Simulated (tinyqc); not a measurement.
Resistance of a tapered via with liner, size effect and interface: one step of the calculation.

A round via whose diameter grows from db at the bottom as D(z) = db + 2 z/tan(ang). The fill, of diameter D - 2 tl, starts above the bottom liner (thickness fb tl) and has rho = rho0 (1 + ks lam/(D - 2 tl)); the sidewall liner conducts in parallel with it. The bottom liner and the interface are crossed over the full area pi db^2/4. Spreading in the lines above and below is left out.

Question. Slices of the via. Slices between z0 = fb tl and hv, evaluated at their midpoints: conductance per length pi/4 [(D - 2 tl)^2/rho + (D^2 - (D - 2 tl)^2)/rl], slice resistance = slice height over that. 10 slices.

Values chosen for this exercise; fill metal close to ruthenium: diameter at the bottom db = 12 nm; height hv = 35 nm; sidewall angle ang = 86 degrees; bulk resistivity of the fill rho0 = 7.7 uohm cm; mean free path of the fill lam = 6.55 nm; size-effect factor ks = 0.9; liner on the sidewall tl = 0.2 nm; liner at the bottom over that on the sidewall fb = 0.7; resistivity of the liner rl = 470 uohm cm.

Give: z; D; rho; slice resistance.

Answer.

```
slice,z (nm),D (nm),rho (uohm cm),slice resistance (ohm)
0,1.883,12.26,11.53,3.629
1,5.369,12.75,11.38,3.305
2,8.855,13.24,11.24,3.021
3,12.34,13.73,11.11,2.772
4,15.83,14.21,10.99,2.552
5,19.31,14.70,10.87,2.357
6,22.80,15.19,10.77,2.183
7,26.29,15.68,10.67,2.027
8,29.77,16.16,10.58,1.888
9,33.26,16.65,10.49,1.762
```

Numbers from tinyqc (`OMP_NUM_THREADS=1 python tinyqc.py 2750061 2750062 out.jsonl`; about 0.01 s on one thread of a shared Intel Xeon 2.30GHz).
